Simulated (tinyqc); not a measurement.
Domain walls in a thin film with perpendicular anisotropy: Bloch, Neel and chiral walls, motion and stripe domains: one step, computed by the program tinyqc.

One-dimensional wall: polar angle theta(x), azimuth phi of the moment in the wall (phi = 0 Neel, 90 degrees Bloch). mu_0 = 1.25663706212e-6 T m/A, gamma = 1.76085963023e11 rad/(s T).

Problem. Stripe domains. Dipolar length l = sigma/(mu_0 M_s^2); for t much smaller than the period the domain width is w = 0.955 t exp(pi l/t) (Kaplan and Gehring), given as log10 of w in nm.

Inputs (values chosen for the exercise, for a model film): saturation magnetisation M_s = 726 kA/m; thickness t = 2.2 nm.

wall energy sigma = 5.446162 mJ/m^2

Give: dipolar length l; log10 of the domain width in nm.

Solution.

dipolar length l = 8.223 nm

log10 of the domain width in nm = 5.422

Equilibrium domains are about 260000 nm wide.
